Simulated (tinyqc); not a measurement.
Worked calculation: Hubbard chain of 2 sites. Computed by tinyqc, a small Python program that keeps every step. Settings: hopping = 0.88, U = 5.5, mixing = 0.2, iteration cap = 72. Command: `OMP_NUM_THREADS=1 python tinyqc.py 27730 27731 out.jsonl` (the two numbers bound the seeds that draw the settings). One thread of a shared host (Intel(R) Xeon(R) Processor @ 2.60GHz), about 0.1 s of CPU time with the checks.

one-body matrix (hopping and site energies) (eV):
```
,1,2
1,0.0000,-0.8800
2,-0.8800,0.0000
```

U = 5.5000 eV

electrons, up and down: 1  1

n(up) at the start (a guess, not normalised): 1 0.5000, 2 0.5000

n(down) at the start (a guess): 1 0.5000, 2 0.5000

Each step fills the lowest levels of T + U n(other spin) and sets n(new) = n + mixing (n(out) - n); stop when output and input agree to 1e-8.

Course of the cycle:
```
iteration,E (eV),largest |n(out) - n(in)|,mean |n_up - n_down|
1,0.990000,1.11e-16,0.0000
```

Can the last value be used, and what does the course show?

No, though the log alone does not show it. Converged in 1 iterations. But random starts reach -0.28160 eV, so this is another stationary point, not the lowest one. Reruns (cap 100 unless said): mixing 0.5: converged in 1 to a higher stationary point (E = 0.99000); mixing 0.9: converged in 1 to a higher stationary point (E = 0.99000). Before convergence this energy mixes input and output and is not variational, so it may rise towards its limit.
